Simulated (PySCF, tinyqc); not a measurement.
Inside a calculation. Method: FCI on RHF in the sto-3g basis, frozen core, for BeH+, spin multiplicity 1. The lowest restricted solution is unstable here: a spin-polarised one lies 0.0090 hartree lower (PySCF). One step of it, computed by the program tinyqc.

Task: FCI: roots. Diagonalise (each vector has its largest component positive (the first on a tie)); all determinants have Ms = 0, so triplets appear too. The lowest singlet root is the correlation energy.

Occupation strings over the orbitals (2 doubly, a alpha, b beta, 0 empty; spin orbitals ordered 1a 1b 2a 2b ...): 220000 2ab000 2a000b 2ba000 2b000a 202000 20a00b 200200 200020 20b00a 200002

H - E(HF) between determinants (hartree), lower triangle:
```
           220000     2ab000     2a000b     2ba000     2b000a     202000     20a00b    200200
220000   0.000000
2ab000   0.000000   0.128975
2a000b   0.000000   0.000183   0.392856
2ba000   0.000000  -0.066414   0.056675   0.128975
2b000a   0.000000   0.056675  -0.116459   0.000183   0.392856
202000   0.066414   0.095989   0.062888  -0.095989  -0.062888   0.473310
20a00b  -0.056675   0.062888  -0.004149   0.023124   0.061687   0.105930   0.543537
200200   0.046128   0.035050  -0.024863  -0.035050   0.024863   0.047865  -0.007063  0.644214
200020   0.046128   0.035050  -0.024863  -0.035050   0.024863   0.047865  -0.007063  0.024249
20b00a   0.056675   0.023124   0.061687   0.062888  -0.004149  -0.105930  -0.079786  0.007063
200002   0.116459  -0.061687   0.025238   0.061687  -0.025238   0.079786  -0.002701  0.021962

          200020    20b00a    200002
200020  0.644214
20b00a  0.007063  0.543537
200002  0.021962  0.002701  0.815198
```

Give: lowest roots of this matrix, relative to E(HF); lowest vectors; <S^2> of these roots; weight of the ground state by excitation level 0, 1, 2, ....

Result:

lowest roots of this matrix, relative to E(HF) (hartree): -0.0420  0.0364  0.1041  0.2641  0.3512  0.5022  0.5564  0.6200

lowest vectors:
```
         root 1   root 2   root 3   root 4
220000   0.9618   0.0000  -0.1305   0.0000
2ab000   0.0452   0.6840   0.6155   0.0891
2a000b   0.0375  -0.1334   0.1396   0.6629
2ba000  -0.0452   0.6840  -0.6155   0.0891
2b000a  -0.0375  -0.1334  -0.1396   0.6629
202000  -0.1690   0.0000  -0.3942   0.0000
20a00b   0.1084  -0.1197   0.0369  -0.2294
200200  -0.0474   0.0000  -0.0255   0.0000
200020  -0.0474   0.0000  -0.0255   0.0000
20b00a  -0.1084  -0.1197  -0.0369  -0.2294
200002  -0.1075   0.0000   0.1643   0.0000
```

<S^2> of these roots: 0.0000  2.0000  0.0000  2.0000  0.0000  2.0000  0.0000  0.0000

weight of the ground state by excitation level 0, 1, 2, ...: 0.9250  0.0069  0.0681
